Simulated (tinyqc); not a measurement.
Inside a calculation. Method: extended Hueckel theory, for H6. One step of it, computed by the program tinyqc.

Task: Mulliken analysis. P = C n C^T; charge = valence electrons (H 1) minus the sum of (P S)_ii on the atom; overlap population = 2 sum P_ij S_ij between two atoms.

coefficients, order 1H 1s, 2H 1s, 3H 1s, 4H 1s, 5H 1s, 6H 1s:
$$\begin{pmatrix}
0.188422 & 0.367567 & 0.486550 & 0.625128 & -0.660099 & 0.433378 \\
0.287441 & 0.394393 & 0.199804 & -0.376904 & 0.863677 & -0.806405 \\
0.352560 & 0.149678 & -0.422930 & -0.542021 & -0.351371 & 1.060574 \\
0.352560 & -0.149678 & -0.422930 & 0.542021 & -0.351371 & -1.060574 \\
0.287441 & -0.394393 & 0.199804 & 0.376904 & 0.863677 & 0.806405 \\
0.188422 & -0.367567 & 0.486550 & -0.625128 & -0.660099 & -0.433378
\end{pmatrix}$$

occupations: [2.000000, 2.000000, 2.000000, 0.000000, 0.000000, 0.000000]

overlap S, order 1H 1s, 2H 1s, 3H 1s, 4H 1s, 5H 1s, 6H 1s:
$$\begin{pmatrix}
1.000000 & 0.524764 & 0.114906 & 0.022507 & 0.002923 & 0.000388 \\
0.524764 & 1.000000 & 0.454581 & 0.114906 & 0.018095 & 0.002923 \\
0.114906 & 0.454581 & 1.000000 & 0.524764 & 0.114906 & 0.022507 \\
0.022507 & 0.114906 & 0.524764 & 1.000000 & 0.454581 & 0.114906 \\
0.002923 & 0.018095 & 0.114906 & 0.454581 & 1.000000 & 0.524764 \\
0.000388 & 0.002923 & 0.022507 & 0.114906 & 0.524764 & 1.000000
\end{pmatrix}$$

Give: charges; Overlap populations.

Result:

charges: 1H -0.0977, 2H 0.0747, 3H 0.0230, 4H 0.0230, 5H 0.0747, 6H -0.0977

Overlap populations:
```
pair      value
2-1    0.622036
3-1   -0.038760
3-2    0.137955
4-1   -0.017498
4-2   -0.019394
4-3    0.589342
5-1    0.000075
5-2   -0.002389
5-3   -0.019394
5-4    0.137955
6-1    0.000213
6-2    0.000075
6-3   -0.017498
6-4   -0.038760
6-5    0.622036
```
